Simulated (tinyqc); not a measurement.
Threshold-voltage variability of a planar MOSFET, analytic estimates: one step of the calculation.

Three independent sources add in quadrature: random dopants in the depleted layer, metal-gate grains of two orientations, and roughness of the two gate edges acting through the roll-off VT = VT(long) - Vr exp(-L/l). These are first-order estimates: no three-dimensional electrostatics, no percolation.

Task. Margin in standard deviations for the wanted yield. Cells fail independently with probability Q(k) = erfc(k/sqrt(2))/2 when the margin is k standard deviations, and Y = exp(-Nb Q(k)). phi = exp(-k^2/2)/sqrt(2 pi). Newton steps on ln Q(k) = ln(-ln(Y)/Nb): k(new) = k + [ln Q - ln(-ln(Y)/Nb)] Q/phi.

Values chosen for this exercise:
- Nb = 1048576 (number of cells)
- Y = 0.99 (wanted yield)

k at the start = 3

Wanted: Q(k); phi; k after iteration 1.

Result.

Q(k) = 0.001350
phi = 0.004432
k after iteration 1 = 6.611

Numbers from tinyqc (`OMP_NUM_THREADS=1 python tinyqc.py 2090115 2090116 out.jsonl`; about 0.01 s on one thread of a shared Intel Xeon 2.30GHz).
